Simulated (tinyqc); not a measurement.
Decay of LO phonons and the hot-phonon bottleneck in the cooling of electrons. Changing the lattice temperature T. Computed by tinyqc, a small Python program. Command: `OMP_NUM_THREADS=1 python tinyqc.py 3031838 3031839 out.jsonl hotphonon sweep`. One thread of a shared host (Intel(R) Xeon(R) Processor @ 2.30GHz), about 0.02 s of CPU time with the checks.

n(E, T) = 1/(exp(E/(k_B T)) - 1) is the Bose occupation. Electrons have a temperature T_e; the LO modes within their reach share one occupation N; the decay products stay at the lattice temperature.

Inputs (values chosen for the exercise, modelled on aluminium nitride): LO energy hbar omega = 110 meV; lifetime at T = 0, tau_0 = 2.1 ps; weight b of the three-phonon channel = 0.11.

Decay channel: two equal phonons plus a three-phonon channel.

Constants: k_B = 8.617333262e-05 eV/K; c = 299792458 m/s.

Method. Decay rate 1/tau = (1/tau_0) [1 + 2 n_2 + b (1 + 3 n_3 + 3 n_3^2)]/(1 + b), n_2 = n(hbar omega/2), n_3 = n(hbar omega/3). Full width Gamma = 1/(2 pi c tau) in 1/cm, c in cm/s.

One run for each value:

| lattice temperature T (K) | Raman width Gamma (1/cm) | phonon lifetime tau (ps) | equilibrium LO occupation N_0 | thermal factor tau_0/tau |
|---|---|---|---|---|
| 20 | 2.53 | 2.100 | 1.911e-28 | 1.000 |
| 31 | 2.53 | 2.100 | 1.309e-18 | 1.000 |
| 47 | 2.53 | 2.100 | 1.602e-12 | 1.000 |
| 71 | 2.53 | 2.098 | 1.556e-08 | 1.001 |
| 110 | 2.56 | 2.075 | 9.125e-06 | 1.012 |
| 170 | 2.71 | 1.959 | 5.485e-04 | 1.072 |
| 250 | 3.12 | 1.703 | 6.097e-03 | 1.233 |
| 390 | 4.20 | 1.264 | 3.938e-02 | 1.662 |
| 590 | 6.25 | 0.850 | 1.298e-01 | 2.472 |
| 900 | 10.24 | 0.518 | 3.195e-01 | 4.051 |

Over the rows, Raman width Gamma (1/cm) rises from 2.53 to 10.2; phonon lifetime tau (ps) falls from 2.10 to 0.518; equilibrium LO occupation N_0 rises from 1.91e-28 to 0.319 (exponent d ln y / d ln x 52 between the first rows and 2.1 between the last). At the low end the exponent of Raman width Gamma is 0.00, close to 0: spontaneous decay alone. The width is flat while k_B T is small against the energy of the softer product, and then grows with the occupation of the products.
